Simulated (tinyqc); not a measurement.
Implant damage, amorphisation by cascade overlap, and solid-phase epitaxial regrowth: one step, computed by the program tinyqc.

Range and width of the damage are inputs. Dynamic annealing enters only through the surviving share f.

Question. The amorphous layer. Displaced share x(z) = f nu Q exp(-(z - R_d)^2/(2 s_d^2))/(sqrt(2 pi) s_d N); the layer is amorphous where x > x_c, between R_d -/+ s_d sqrt(2 ln(x_max/x_c)), the upper edge being cut at the surface. Threshold dose Q_c = Q x_c/x_max.

Inputs (values chosen for the exercise, modelled on germanium ions in germanium):
```
quantity,value,unit
atomic density N,44.2,1/nm^3
depth of the damage peak R_d,12,nm
width of the damage profile s_d,5.6,nm
share of defects that survive f,0.38,-
critical displaced share x_c,0.2,-
dose Q,4.9e+15,1/cm^2
```

displacements per ion nu = 514.4017

Give: peak displaced share x_max; threshold dose Q_c; upper edge; lower edge.

Answer.

peak displaced share x_max = 15.44

threshold dose Q_c = 6.348e+13 1/cm^2

upper edge = 0 nm

lower edge = 28.51 nm

The layer reaches the surface. Caution: x above 1 counts atoms displaced more than once.
